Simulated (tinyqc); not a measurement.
Frequency dispersion of an accumulation capacitance by border traps, distributed model: one step of the calculation.

Traps spread evenly through the insulator exchange electrons with the semiconductor by tunnelling, with tau(x) = t0 exp(2 ka x) at depth x from the interface. The admittance per area Y seen at depth x obeys dY/dx = -Y^2/(i w eps0 eox) + q Nb ln(1 + i w tau)/tau, with Y(0) = i w Cs and w = 2 pi f; the gate sees Y(tox) = G + i w C. Working variable y = Y/(i w), in uF/cm^2. Cox = eps0 eox/tox.

Problem. Midpoint steps through the active depth. In terms of y: dy/dx = -y^2/(eps0 eox) + s(x), s = q Nb ln(1 + z)/z, z = i w tau. 10 midpoint steps of h = xe/10: y_half = y + (h/2) y'(x, y), y(new) = y + h y'(x + h/2, y_half).

Values chosen for this exercise; permittivity close to that of aluminium oxide:

| symbol | value | unit | meaning |
|---|---|---|---|
| eox | 8.56 |  | relative permittivity of the insulator |
| Cs | 0.88 | uF/cm^2 | semiconductor capacitance in accumulation |
| Nb | 5.8e19 | cm^-3 eV^-1 | density of border traps |
| ka | 5.7 | 1/nm | decay constant of the wave function in the insulator |
| t0 | 1e-10 | s | time constant of a trap at the interface |
| f | 1e6 | Hz | frequency |
| xe | 1.1 | nm | depth down to which the steps are taken |

Constants: q = 1.602176634e-19 C, eps0 = 8.8541878128e-14 F/cm where lengths are in cm. Results are converted to the units shown.

Give: x; s; y.

Solution.

```
point  x (nm)  s (uF/(cm^2 nm))   y (uF/cm^2)
0           0    0.9293-0.0003i  0.880+0.000i
1      0.1100    0.9293-0.0010i  0.970+0.000i
2      0.2200    0.9292-0.0036i  1.057+0.000i
3      0.3300    0.9290-0.0126i  1.142-0.001i
4      0.4400    0.9265-0.0438i  1.224-0.004i
5      0.5500    0.8972-0.1464i  1.302-0.012i
6      0.6600    0.6875-0.3418i  1.367-0.038i
7      0.7700    0.3032-0.3270i  1.392-0.077i
8      0.8800    0.0976-0.1731i  1.384-0.101i
9      0.9900    0.0288-0.0726i  1.362-0.109i
10      1.100    0.0083-0.0274i  1.338-0.109i
```

Program tinyqc, `OMP_NUM_THREADS=1 python tinyqc.py 2202189 2202190 out.jsonl`; Intel Xeon 2.30GHz, shared host, one thread, about 0.6 s.
